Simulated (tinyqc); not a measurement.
Order-disorder in a binary alloy on two sublattices: Bragg-Williams and pair (quasi-chemical) approximations: one step, computed by the program tinyqc. Command: `OMP_NUM_THREADS=1 python tinyqc.py 3008238 3008239 out.jsonl order walk`. One thread of a shared host (Intel(R) Xeon(R) Processor @ 2.30GHz), about 0.01 s of CPU time with the checks.

All z = 8 neighbours of a site lie on the other sublattice. B fills the sublattices with x + eta/2 and x - eta/2; energies are per site, from the pure components: u = -z w y with y the probability of an A-B bond taken in one order.

Problem. Energy, entropy and site fractions. a = x + eta/2, b = x - eta/2; u = -z w [x (1 - x) + eta^2/4]; s/k_B = [s2(a) + s2(b)]/2, s2(c) = -c ln c - (1 - c) ln(1 - c); gain on ordering = f(eta) - f(0), f = u - T s. Superlattice over fundamental intensity = [eta (f_B - f_A)/2]^2/[(1 - x) f_A + x f_B]^2.

Inputs (values chosen for the exercise, for a model alloy): ordering energy w = (e_AA + e_BB)/2 - e_AB = 45 meV; fraction x of B = 0.41; temperature T = 1110 K.

Lattice: bcc (B2 order, z = 8).

scattering factors f_A, f_B (electrons): 35  63

order parameter eta = 0.7994884

Constants: k_B = 8.617333262e-05 eV/K.

Give: B fraction on its own sublattice; B fraction on the A sublattice; energy u; entropy s; gain on ordering; intensity ratio.

Solution.

B fraction on its own sublattice = 0.8097

B fraction on the A sublattice = 0.01026

energy u = -144.6 meV/site

entropy s = 0.2719 k_B/site

gain on ordering = -18.79 meV/site

intensity ratio = 0.05799

A on the B sublattice: 0.1903, of which 0.1800 is forced by composition.
